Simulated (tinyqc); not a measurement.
Inside a calculation. Model: wafer bonding and layer transfer: bond energy, gap closing, particles, bonding of dissimilar wafers and hydrogen blisters. Computed by tinyqc, a small Python program that keeps every step. Command: `OMP_NUM_THREADS=1 python tinyqc.py 3024269 3024270 out.jsonl bond walk`. One thread of a shared host (Intel(R) Xeon(R) Processor @ 2.30GHz), about 0.01 s of CPU time with the checks. Intermediate numbers are printed to about 7 digits and carried at full precision; extremes and crossings named in words are read from the listed rows.

gamma is the energy per area of each of the two surfaces; plates are isotropic.

Inputs (values chosen for the exercise, with wafer 1 close to silicon): Young's modulus E1 = 162 GPa; Young's modulus E2 = 401 GPa; Poisson ratio nu = 0.18; thickness t1 = 525 micrometre; thickness t2 = 1000 micrometre; blade thickness t_b = 80 micrometre; crack length L = 19.7 mm; particle radius h = 0.38 micrometre; radius of a shallow gap R = 0.76 mm; half height of the gap h_g = 11 nm; expansion mismatch alpha_2 - alpha_1 = 1.8 1e-6/K; heating dT = 250 K; implant depth d = 0.61 micrometre; hydrogen dose = 6.8 1e16/cm^2; share of the dose released as H2 = 0.21; surface energy of the weakened plane gamma_s = 0.79 J/m^2; anneal temperature T = 875 K.

Pair: two different wafers.

Constants: k_B = 1.380649e-23 J/K.

## Bond energy from the blade test

Two cantilevers opened by t_b: gamma = 3 t_b^2 E1 t1^3 E2 t2^3/(16 L^4 (E1 t1^3 + E2 t2^3)).

bond energy gamma = 0.1764556 J/m^2

An error of 5 % in L changes gamma by about 20 %. This is the level of van der Waals or hydrogen bonds, as after contact at room temperature.

## Does a shallow gap close?

E' = E1/(1 - nu^2), equal wafers of thickness t1 assumed. A gap of radius R closes if h_g < h_c: h_c = R^2/sqrt((2/3) E' t1^3/gamma) for R > 2 t1 (plate bending), h_c = 3.6 sqrt(R gamma/E') for R < 2 t1 (local deformation).

closable height h_c = 101.8867 nm

h_g/h_c = 0.1079631

The gap closes.

## Void around a particle

E' = E1/(1 - nu^2), equal wafers assumed. Void radius in the plate regime: R_v = [(2/3) E' t1^3/gamma]^(1/4) h^(1/2). Below h_crit = 5 sqrt(t1 gamma/E') the wafers deform locally and R_v is of the order of h (taken as h).

critical particle radius = 0.1176137 micrometre

void radius = 1906.709 micrometre

The void is 5000 times the particle.

## Heating a pair with different expansion

M = E/(1 - nu), misfit e = (alpha_2 - alpha_1) dT. Curvature k = 6 M1 M2 t1 t2 (t1 + t2) e/[M1^2 t1^4 + M2^2 t2^4 + 2 M1 M2 t1 t2 (2 t1^2 + 3 t1 t2 + 2 t2^2)]; force per width F = k (M1 t1^3 + M2 t2^3)/(6 (t1 + t2)); at the interface s1 = F/t1 + M1 k t1/2, s2 = -F/t2 - M2 k t2/2; stored biaxial energy U = F^2 [1/(M1 t1) + 1/(M2 t2)] + k^2 (M1 t1^3 + M2 t2^3)/12; the pair can part when U > 2 gamma.

curvature = 0.3161026 1/m

force per width = 17.88181 kN/m

stress in wafer 1 at the interface = 50.45359 MPa

stress in wafer 2 at the interface = -95.17276 MPa

stored energy U = 8.046814 J/m^2

largest dT for this gamma = 52.35531 K

U exceeds 2 gamma: the pair can debond; the bond strengthens on heating, so slow ramps or thinning one wafer first help.

## Blistering after hydrogen implantation

A flat crack of radius r under a layer of thickness d, as a clamped plate: centre height w = 3 p r^4/(16 E' d^3), volume pi r^2 w/3, energy release G = 3 p^2 r^4/(32 E' d^3), E' = E1/(1 - nu^2). It grows when G = 2 gamma_s. The gas comes from the area pi r^2: p V = (dose x share/2) pi r^2 k_B T, and G = p w/2 = (3/2) N k_B T with N the H2 molecules per area. Share needed: G = 2 gamma_s. The pressure and height at growth are given for r = 10 d.

energy release G = 1.293841 J/m^2

share of the dose needed = 0.2564458

pressure at growth = 21.50738 MPa

height at growth = 146.9263 nm

The released gas does not suffice by this estimate. In this plate limit G depends on neither r nor d.

## Closable height against the size of the gap

The formulas are those given above.

Gap closing:
```
R (mm)    regime      h_c (nm)  slope h_c/R
1.00e-04   local  1.168720e+00   0.01168720
1.00e-03   local  3.695818e+00   0.00369582
1.00e-02   local  1.168720e+01   0.00116872
1.00e-01   local  3.695818e+01   0.00036958
5.00e-01   local  8.264101e+01   0.00016528
2.00e+00   plate  4.180948e+02   0.00020905
5.00e+00   plate  2.613093e+03   0.00052262
2.00e+01   plate  4.180948e+04   0.00209047
5.00e+01   plate  2.613093e+05   0.00522619
```

Roughness of 100 nm scale may be 1.2 nm in half height, waviness of radius 5 cm as much as 260 micrometre: h_c goes as R^(1/2) when the wafer deforms locally and as R^2 when it bends. The allowed slope is least near R = 2 t1, so defects about 4 t1 wide are the hardest to close; bow matters little.

Checks made by the program: gamma against the derivative of the beam energy (relative difference 2e-10).
